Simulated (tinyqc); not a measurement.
Inside a calculation. Model: composition and strain of an epitaxial Si(1-x)Ge(x) layer from Raman and X-ray peaks. Computed by tinyqc, a small Python program that keeps every step. Command: `OMP_NUM_THREADS=1 python tinyqc.py 3017572 3017573 out.jsonl epiraman walk`. One thread of a shared host (Intel(R) Xeon(R) Processor @ 2.30GHz), about 0.01 s of CPU time with the checks. Intermediate numbers are printed to about 6 digits and carried at full precision; extremes and crossings named in words are read from the listed rows.

A (001) layer, biaxially strained in the plane. The Raman peaks follow empirical lines omega = w0 + c1 x + c3 x^3 + b eps (c3 for Si-Ge alone), with eps the in-plane strain.

Inputs (values chosen for the exercise, modelled on silicon-germanium): Ge fraction x = 0.58; degree of relaxation R = 0.47; Ge fraction y of the buffer = 0.46; lattice constant of Si = 5.431 angstrom; lattice constant of Ge = 5.658 angstrom; bowing B = 0.026 angstrom; 2 C12/C11 of Si = 0.769; 2 C12/C11 of Ge = 0.753; Si-Si: w0 = 521 1/cm; Si-Si: c1 = -63.9 1/cm; Si-Si: strain coefficient b = -720 1/cm; Si-Ge: w0 = 399.7 1/cm; Si-Ge: c1 = 24.9 1/cm; Si-Ge: c3 = -35.4 1/cm; Si-Ge: strain coefficient b = -589 1/cm; Ge-Ge: w0 = 280.1 1/cm; Ge-Ge: c1 = 18.4 1/cm; Ge-Ge: strain coefficient b = -480 1/cm; uncertainty of a Raman peak = 0.1 1/cm; X-ray wavelength = 1.540598 angstrom.

Substrate: relaxed alloy buffer. Pair of peaks used: Si-Si and Si-Ge.

## Lattice constants and strain

Relaxed lattice constant a(x) = a_Si + (a_Ge - a_Si) x - B x (1 - x). In-plane constant a_par = a_sub + R (a(x) - a_sub); eps = a_par/a(x) - 1; eps_perp = -(2 C12/C11) eps with 2 C12/C11 linear in x; a_perp = a(x) (1 + eps_perp). The buffer has a_sub = a(y).

relaxed constant a(x) = 5.55633 angstrom

substrate constant a_sub = 5.52896 angstrom

a_par = 5.54182 angstrom

in-plane strain eps = -2.61024 per mille

strain along the normal = 1.98305 per mille

a_perp = 5.56734 angstrom

The layer is under compression in the plane and is stretched along the normal.

## Raman peaks

Insert x and eps in the three lines; the strain part is b eps.

Si-Si peak = 485.817 1/cm

Si-Ge peak = 408.772 1/cm

Ge-Ge peak = 292.025 1/cm

strain parts (1/cm): Si-Si 1.87937, Si-Ge 1.53743, Ge-Ge 1.25292

Read as unstrained, the Si-Si peak would give x = 0.551 in place of 0.58.

## X-ray (004) reflection

Bragg angle theta = arcsin(2 lambda/a) for (004), for the substrate with a_sub and the layer with a_perp; separation in arc seconds.

theta of the substrate = 33.8681 degree

theta of the layer = 33.6034 degree

separation, layer less substrate = -952.964 arcsec

## Back from two peaks to composition and strain

Unknowns x and eps (per mille). Newton steps: J d = (measured - model), J = [d omega/dx, d omega/d eps] for the two peaks; start at x = 0.5, eps = 0; stop when |d| < 1e-9. The peaks are rounded to 0.001 per cm; R = (a(x)(1 + eps) - a_sub)/(a(x) - a_sub).

peaks used (1/cm): Si-Si 485.817, Si-Ge 408.772

Iterations:
```
step         x  eps (per mille)  residual 1 (1/cm)  residual 2 (1/cm)
0     0.500000          0.00000             -3.233        1.04700e+00
1     0.572926         -1.98188              0.000        2.96124e-01
2     0.579924         -2.60297              0.000        2.99199e-03
3     0.579996         -2.60938              0.000        3.20796e-07
4     0.579996         -2.60938              0.000                  0
```

recovered x = 0.579996

recovered eps = -2.60938 per mille

recovered R = 0.47

## Which pair of peaks is best

For each pair invert J = [d omega/dx, d omega/d eps] at the true x. Independent errors of the given size in both peaks give sigma_x and sigma_eps = uncertainty x (norm of the rows of the inverse of J).

Error propagation:
```
pair               det J     sigma_x  sigma_eps (per mille)
Si-Si and Si-Ge  29.8426  0.00311711               0.217174
Si-Si and Ge-Ge    43.92  0.00197025               0.151403
Si-Ge and Ge-Ge  16.0339  0.00473880               0.133145
```

The pair Si-Si and Ge-Ge fixes x best (sigma_x = 0.0020) and Si-Ge and Ge-Ge worst (0.0047), a factor 2.4. Strain moves all peaks the same way, so a good pair needs different ratios of composition slope to strain coefficient, best of opposite sign; the slopes here are -63.9, -10.8 and 18.4 per cm for Si-Si, Si-Ge and Ge-Ge. Errors in the coefficients themselves are not counted.

## Relaxation at fixed composition

(004) Bragg angle theta = arcsin(2 lambda/a), with a = a_perp for the layer and a_sub for the substrate; separation = layer less substrate. The apparent x is the one that a fully strained layer (R = 0) would need to give the same a_perp.

Signatures; columns: (1) R; (2) eps (per mille); (3) Si-Si (1/cm); (4) Ge-Ge (1/cm); (5) a_perp (angstrom); (6) (004) separation (arcsec); (7) apparent x if R = 0 is assumed:
```
(1)        (2)      (3)      (4)      (5)       (6)       (7)
0.00  -4.92498  487.484  293.136  5.57712  -1193.00  0.580000
0.15  -4.18623  486.952  292.781  5.57400  -1116.50  0.572319
0.30  -3.44749  486.420  292.427  5.57088  -1039.90  0.564627
0.50  -2.46249  485.711  291.954  5.56672   -937.61  0.554350
0.70  -1.47749  485.002  291.481  5.56256   -835.12  0.544052
0.85  -0.73875  484.470  291.127  5.55944   -758.14  0.536314
1.00   0.00000  483.938  290.772  5.55633   -681.05  0.528563
```

Full relaxation moves the Si-Si peak by -3.55 per cm and shrinks the X-ray separation to 57 % of its strained value, about 1/(1 + 2 C12/C11). A symmetric reflection alone cannot part x from R: a relaxed layer read as strained gives x = 0.529 in place of 0.58. An asymmetric reflection or a second peak is needed.

Checks made by the program: recovered composition (relative difference 7e-06).
